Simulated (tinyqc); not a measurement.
Forward curve with series resistance: current of a Schottky diode by thermionic-emission-diffusion theory, and its read-back from I-V-T and C-V data. Computed by tinyqc, a small Python program. Command: `OMP_NUM_THREADS=1 python tinyqc.py 3012510 3012511 out.jsonl schottky walk`. One thread of a shared host (Intel(R) Xeon(R) Processor @ 2.30GHz), about 0.01 s of CPU time with the checks.

Full ionisation, no tunnelling, no recombination current. V is the voltage across the junction itself, forward positive.

Inputs (values chosen for the exercise, modelled on n-type GaAs):

| quantity | value | unit |
|---|---|---|
| Richardson constant A* | 7.83 | A/(cm^2 K^2) |
| effective density of states at 300 K, N_c | 4.6e+17 | 1/cm^3 |
| permittivity eps | 12.9 | - |
| mobility mu | 4600 | cm^2/(V s) |
| barrier without image force phi_0 | 0.732 | eV |
| doping N | 4.2e+16 | 1/cm^3 |
| series resistance R_s | 0.34 | milliohm cm^2 |
| junction voltage V | 0.4 | V |
| temperature T | 300 | K |

Barrier: uniform.

Constants: k_B = 8.617333262e-05 eV/K; e = 1.602176634e-19 C; eps_0 = 8.8541878128e-12 F/m.

Method:
- N_c(T) = N_c (T/300 K)^(3/2); V_bi = phi_0 - (k_B T/e) ln(N_c(T)/N); surface field F = sqrt(2 e N (V_bi - V - k_B T/e)/(eps eps_0)); image lowering d_phi = sqrt(e F/(4 pi eps eps_0)); effective barrier phi = phi_0 - d_phi.
- Collection velocity v_R = A* T^2/(e N_c(T)); diffusion velocity v_D = mu F; J = e N_c(T) v_R/(1 + v_R/v_D) exp(-phi/k_B T) [exp(e V/k_B T) - 1].
- Terminal voltage V + J R_s; apparent ideality from neighbouring rows, (e/k_B T) dV_terminal/d ln J.

built-in voltage V_bi = 0.670122 V

Forward curve; the last column belongs to the interval up to the next row:

| V (V) | J (A/cm^2) | terminal voltage (V) | apparent n |
|---|---|---|---|
| 0.155 | 4.2765e-04 | 0.1550 | 1.016 |
| 0.215 | 4.2024e-03 | 0.2150 | 1.019 |
| 0.275 | 4.1030e-02 | 0.2750 | 1.023 |
| 0.335 | 3.9818e-01 | 0.3351 | 1.045 |
| 0.395 | 3.8327e+00 | 0.3963 | 1.221 |
| 0.455 | 3.6442e+01 | 0.4674 | 2.826 |
| 0.515 | 3.3936e+02 | 0.6304 | 17.190 |
| 0.575 | 3.0201e+03 | 1.6018 | - |

What follows from these numbers?

The resistance takes over where J R_s exceeds k_B T/e, at J = 76.0 A/cm^2; the apparent ideality climbs from 1.02 to 17.2, so barrier and n must be read below that current. Rows where the resistance drops more than 1 V are formal, since self-heating is left out.
